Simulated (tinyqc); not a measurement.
# MOS inversion layer, Poisson-Schroedinger loop, step by step

Program tinyqc, `OMP_NUM_THREADS=1 python tinyqc.py 2160130 2160131 out.jsonl`; Intel Xeon 2.30GHz, shared host, one thread, about 0.4 s. Printed values are rounded.

Electrons confined at an insulator interface at z = 0, treated as a hard wall; parabolic valleys, Hartree approximation, no image or exchange terms. The depletion charge lies far deeper than the electrons and gives a uniform field q Nd/(eps0 eps_r); the gate balances all charge. Energies are counted from the band edge at the interface.

Inputs (values chosen for the exercise); masses and permittivity close to those of In0.53Ga0.47As:
```
symbol,value,unit,meaning
T,77,K,temperature
eps_r,13.6,,relative permittivity
mz1,0.0406,m0,mass along z of valley set A (1 valley(s))
md1,0.0404,m0,in-plane density-of-states mass of set A
Ns,4.1e11,cm^-2,sheet density of electrons
Nd,1.7e12,cm^-2,sheet density of depletion charge
hz,1.3,nm,mesh step
a,0.3,,mixing factor
```

Constants: q = 1.602176634e-19 C, kB = 1.380649e-23 J/K, hbar = 1.054571817e-34 J s, m0 = 9.1093837015e-31 kg, Vt = kB T/q, eps0 = 8.8541878128e-14 F/cm where lengths are in cm, hbar^2/(2 m0) = 0.0380998212 eV nm^2. Results are converted to the units shown.

## Fixed part of the potential

z, node 1 to 19 (nm): 1.3  2.6  3.9  5.2  6.5  7.8  9.1  10.4  11.7  13  14.3  15.6  16.9  18.2  19.5  20.8  22.1  23.4  24.7

V0 = q Nd z/(eps0 eps_r) in eV.

fixed potential V0, node 1 to 19 (eV): 0.029405  0.058809  0.088214  0.117618  0.147023  0.176427  0.205832  0.235237  0.264641  0.294046  0.323450  0.352855  0.382260  0.411664  0.441069  0.470473  0.499878  0.529282  0.558687

## Round 1: levels and probability densities

self-consistent potential U at the start, node 1 to 19 (eV): 0  0  0  0  0  0  0  0  0  0  0  0  0  0  0  0  0  0  0

Tridiagonal Hamiltonian with psi = 0 one step beyond both ends: H_ii = C (1/m_(i-1/2) + 1/m_(i+1/2))/hz^2 + V0_i + U_i, H_(i,i+1) = -C/(m_(i+1/2) hz^2), C = hbar^2/(2 m0). The lowest 2 level(s) are kept, normalised to hz sum |psi|^2 = 1. The mass is the same on all intervals.

levels (eV): A1 0.182073, A2 0.316962

```
node  |psi|^2 of A1 (1/nm)  |psi|^2 of A2 (1/nm)
1                 0.038484              0.036787
2                 0.114521              0.080811
3                 0.164449              0.059822
4                 0.163290              0.010845
5                 0.126561              0.005430
6                 0.081202              0.052427
7                 0.044635              0.106471
8                 0.021497              0.128397
9                 0.009217              0.113983
10                0.003560              0.081277
11                0.001250              0.048754
12                0.000402              0.025311
13                0.000119              0.011593
14                0.000033              0.004748
15                0.000008              0.001755
16                0.000002              0.000588
17                0.000000              0.000177
18                0.000000              0.000046
19                0.000000              0.000008
```

## Round 1: Fermi level and occupations

Level k holds N_k = D_k Vt ln(1 + exp((EF - E_k)/Vt)) with D = md1 m0 q/(pi hbar^2) per eV (spin included); EF is fixed by sum N_k = Ns.

EF = 0.206195 eV
N_k (cm^-2): A1 4.10000e11, A2 6298.88

## Round 1: density, output potential and mixing

n_i = sum_k N_k |psi_k|^2 (converted to cm^-3). Hartree part by Gauss: on the interval before node i the electrons still beyond are S_i = Ns - hz sum_(j<i) n_j, and U_i = U_(i-1) + q S_i hz/(eps0 eps_r) in eV, U_0 = 0 at the interface. Mixing: U(new) = U + a (U(out) - U).

```
node  n (1e17 cm^-3)  U(out) (eV)  U after round 1 (1e-3 eV)
1            1.57783    0.0070917                    2.12751
2            4.69535    0.0138286                    4.14858
3            6.74242    0.0195097                    5.85291
4            6.69489    0.0236747                    7.10242
5            5.18899    0.0263344                    7.90031
6            3.32930    0.0278272                    8.34816
7            1.83003    0.0285714                    8.57142
8            0.88137    0.0289041                    8.67124
9            0.37789    0.0290387                    8.71160
10           0.14596    0.0290882                    8.72646
11           0.05126    0.0291050                    8.73149
12           0.01649    0.0291102                    8.73305
13           0.00489    0.0291117                    8.73350
14           0.00134    0.0291121                    8.73362
15           0.00034    0.0291122                    8.73365
16           0.00008    0.0291122                    8.73366
17           0.00002    0.0291122                    8.73366
18           0.00000    0.0291122                    8.73366
19           0.00000    0.0291122                    8.73366
```

## Course of the self-consistent loop

Start from U = 0. Stop when the largest |U(out) - U| is below 1e-7 eV, or after 60 rounds. From round 2 on: Anderson mixing of depth m keeps the last m inputs V and residuals F = V(out) - V(in), fits c by least squares to F = dF c over their successive differences dF, dV, and sets V(new) = V + a F - (dV + a dF) c. Here m = 3.

Course of the iteration:
```
round  level A1 (eV)   EF (eV)  largest |U(out) - U| (eV)
1           0.182073  0.206195                     0.0291
2           0.188626  0.212747                     0.0201
3           0.203272  0.227394                    2.53e-4
4           0.203444  0.227565                    1.64e-5
5           0.203445  0.227566                    3.72e-7
6           0.203445  0.227566                    2.59e-7
7           0.203444  0.227566                   4.31e-10
```

Converged in 7 rounds.

## Converged levels, occupations and centroid

converged U, node 1 to 19 (eV): 0.0070917  0.0137886  0.0193453  0.0233257  0.0258015  0.0271547  0.0278123  0.0280994  0.0282129  0.0282538  0.0282674  0.0282715  0.0282727  0.0282730  0.0282731  0.0282731  0.0282731  0.0282731  0.0282731

Solve for the levels with V0 + U, find EF, n_i = sum_k N_k |psi_k|^2 (in cm^-3); share of each level N_k/Ns; centroid sum n z/sum n.

levels (eV): A1 0.203444, A2 0.341741
EF = 0.227566 eV
shares (%): A1 100.000, A2 0.000
n, node 1 to 19 (in units of 1e17 cm^-3): 1.75581  5.07036  7.01094  6.69083  4.99237  3.09355  1.64807  0.77179  0.32264  0.12179  0.04188  0.01321  0.00385  0.00104  0.00026  0.00006  0.00001  0.00000  0.00000
centroid = 5.18283 nm

An 800-node mesh to 41 nm with 8 levels a set gives A1 = 0.2046 eV, EF = 0.2288 eV and a centroid of 5.243 nm; the levels kept above hold 100 % of the electrons there. The coarse centroid is 1.2 % below the fine one.

## Closed-form estimates

Triangular well: E_k = a_k (C F^2/mz)^(1/3), a_1 = 2.338107, a_2 = 4.087949, C = hbar^2/(2 m0), F in eV/nm. Fang-Howard (all electrons in the lowest level of set A): b^3 = 6 (mz1/C) q (Nd + 11 Ns/32)/(eps0 eps_r), centroid 3/b, level C b^2/(4 mz1) + (3/b) q (Nd + 11 Ns/16)/(eps0 eps_r). Use F = q (Nd + Ns)/(eps0 eps_r), the surface field, and F = q (Nd + Ns/2)/(eps0 eps_r).

A1 with the surface field = 0.211446 eV
A1 with Nd + Ns/2 = 0.197519 eV
A2 with Nd + Ns/2 = 0.345342 eV
b = 0.539021 1/nm
Fang-Howard centroid = 5.56565 nm
Fang-Howard level = 0.214925 eV

Against the self-consistent A1 = 0.2046 eV on a fine mesh, the surface-field estimate is 3.3 % above it, the half-charge one 3.5 % below it and Fang-Howard 5.0 % above it. A1 holds 100 % of the electrons, and the Fang-Howard centroid is 6.1 % above the full one.
